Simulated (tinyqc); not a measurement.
From results back to parameters: BHZ model on a square lattice (one spin block). Four cases, with inputs chosen for the exercise.

Problem. Near Gamma E = -D k^2 -/+ sqrt(A^2 k^2 + (M - B k^2)^2), so the curvature of the upper band, E = |M| + c+ k^2, is c+ = -D + A^2/(2|M|) - B sign(M), and of the lower one c- = -D - A^2/(2|M|) + B sign(M). M and A are given; c+ and c- come from hidden B and D.

Find: D, B; order of the bands.

Method. The mean of the curvatures is -D; half their difference is A^2/(2|M|) - B sign(M). The bands are inverted where M/B > 0.

Case 1.

Values chosen (out of a larger set: of the size used for thin Bi2Se3 films; not measured data): A = 2.27 eV angstrom; M = -0.093 eV (mass term).

c+, c- (eV angstrom^2): 16.504  -5.704

Solution.

D, B (eV angstrom^2): -5.4  -16.6

order of the bands: inverted

Case 2.

Values chosen (out of a larger set: of the size used for InAs / GaSb double wells; not measured data): A = 0.72 eV angstrom; M = -0.0173 eV (mass term).

c+, c- (eV angstrom^2): -42.117  84.717

Solution.

D, B (eV angstrom^2): -21.3  -78.4

order of the bands: inverted

Case 3.

Values chosen (out of a larger set: of the size used for InAs / GaSb double wells; not measured data): A = 0.71 eV angstrom; M = 0.0147 eV (mass term).

c+, c- (eV angstrom^2): 120.546  -72.346

Solution.

D, B (eV angstrom^2): -24.1  -79.3

order of the bands: normal

Case 4.

Values chosen (out of a larger set: of the size used for thin Bi2Se3 films; not measured data): A = 2.39 eV angstrom; M = -0.0654 eV (mass term).

c+, c- (eV angstrom^2): 30.970  -21.370

Solution.

D, B (eV angstrom^2): -4.8  -17.5

order of the bands: inverted

Computed by tinyqc, one run a case: `OMP_NUM_THREADS=1 python tinyqc.py N N+1 out.jsonl` with N = 1481491, 1481551, 1481703, 1481903; one thread of a shared Intel(R) Xeon(R) Processor @ 2.30GHz, about 0.08 s a run at most.
